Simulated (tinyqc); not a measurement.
Inside a calculation: model-solid line-up of a strained alloy layer on a substrate. Values are carried at full precision from step to step, so a last printed digit may differ when a step is redone from the rounded ones.

All values of the alloy are linear in x but the gap, Eg(x) = (1 - x) Eg_A + x Eg_B - C x (1 - x), and the valence edge, Ev(x) = (1 - x) Ev_A + x Ev_B + fv C x (1 - x); Ec = Ev + Eg. Ev is the top of the unstrained valence band on a scale common to all materials. In the layer only the Gamma valley of the conduction band is followed, also where an X or L valley would lie lower.

Values chosen for the exercise (A near AlAs, B near GaAs, substrate near Ge; shifted at random, so the results belong to these values and not to a real crystal): a = (5.665, 5.657) angstrom (lattice constant of A, B); Eg = (3.067, 1.509) eV (gap at Gamma to the s-like level of A, B); Dso = (0.276, 0.34) eV (spin-orbit splitting of A, B); Ev = (-1.32, -0.81) eV (top of the unstrained valence band of A, B); ac = (-5.57, -7.22) eV (conduction deformation potential of A, B); av = (2.49, 1.15) eV (valence hydrostatic potential of A, B); b = (-2.33, -2.02) eV (tetragonal shear potential of A, B); d = (-3.41, -4.74) eV (trigonal shear potential of A, B); C11 = (124.4, 121.8) GPa (of A, B); C12 = (53, 57.3) GPa (of A, B); C44 = (54, 60.8) GPa (of A, B); C = 0.321 eV (bowing of the gap); fv = 0 (share of the bowing taken by the valence edge); x = 0.04 (fraction of B); a_s = 5.659 angstrom (substrate); face = 001 (growth face); Eg_s = 0.74 eV (lowest gap of the substrate); Ev_s = -0.35 eV (substrate valence edge).

## Values of the alloy

Interpolate.

Alloy at x (a in angstrom, C11, C12, C44 in GPa, all else in eV):
```
symbol     value
a         5.6647
Eg        2.9924
Dso       0.2786
Ev       -1.2996
ac       -5.6360
av        2.4364
b        -2.3176
d        -3.4632
C11     124.2960
C12      53.1720
C44      54.2720
```

## Strain on the (001) substrate

Coherent growth on a (001) face: e_par = (a_s - a)/a, e_perp = -2 (C12/C11) e_par; exx = eyy = e_par, ezz = e_perp, no shear.

Use the values of the alloy.

e_par = -0.001003
e_perp = 0.000858

strain tensor in the cubic axes:
```
           x          y         z
x  -0.001003   0.000000  0.000000
y   0.000000  -0.001003  0.000000
z   0.000000   0.000000  0.000858
```

The layer is under compression in the plane; its volume changes by -0.115 %.

## Strained band edges

Strained edges: Ec + ac tr(e); the valence edges are Ev plus the levels of the 6 x 6 matrix of X, Y, Z times spin with -Dso/3 + l exx + m (eyy + ezz) on the diagonal (cyclic), n exy off it, l = av + 2 b, m = av - b, n = sqrt(3) d. Spin-orbit term (Dso/3) L.sigma on X, Y, Z with (L_k)_ij = -i epsilon_kij: <X+|H|Y+> = -i Dso/3, <X+|H|Z-> = Dso/3, <Y+|H|Z-> = -i Dso/3, <Z+|H|X-> = -Dso/3, <Z+|H|Y-> = i Dso/3, <X-|H|Y-> = i Dso/3, and their conjugates; + and - are the spin along z.

Give the hydrostatic shifts, the strain block and the edges.

ac tr(e), av tr(e) (eV): 0.0065  -0.0028

strain block (eV):
```
        X       Y        Z
X  0.0015       0        0
Y       0  0.0015        0
Z       0       0  -0.0114
```

Ec and the three valence edges from the top (eV): 1.6992  -1.2981  -1.3066  -1.5811

strained gap = 2.9973 eV

Strain moves the gap by +5 meV: +9 meV from the volume and -4 meV from the splitting of the valence edge, which always raises the top.

## Offsets against the substrate material

dEc = Ec(substrate) - Ec(layer), dEv = Ev(layer) - Ev(substrate); positive values confine the carrier in the layer. Type I: both of one sign; type II: opposite signs; type III: the gaps do not overlap.

Give also the smallest gap across the interface, min Ec - max Ev.

dEc = -1.3092 eV
dEv = -0.9481 eV

type: I

smallest gap = 0.7400 eV

Both carriers collect in the substrate material; the conduction band takes 58 % of the gap difference. Where the alloy is indirect its X or L edge, left out, lies lower and changes dEc.

## Critical thickness (Matthews-Blakeslee, single layer)

h = K (ln(h/b) + 1) with K = b (1 - nu/4)/(4 pi |e_par| (1 + nu)) for 60-degree dislocations, b = a/sqrt(2) the Burgers vector (not the shear potential of the table), nu = C12/(C11 + C12). Iterate from h = 10 b until h changes by less than 1e-6 of itself.

b (Burgers vector) = 4.0055 angstrom
nu = 0.2996
K = 226.28 angstrom

first iterates (angstrom): 40.1  747.3  1409.5  1553.0  1575.0  1578.2

critical thickness = 157.87 nm

Thicker layers can relax, and the strained edges then no longer apply; metastable growth often exceeds this equilibrium value.

## Checks

- Valence edges against the closed form for (001) strain: they agree to 1e-10 or better.

tinyqc: `OMP_NUM_THREADS=1 python tinyqc.py 1080279 1080280 out.jsonl`; about 0.01 s, one thread, shared Intel(R) Xeon(R) Processor @ 2.30GHz.
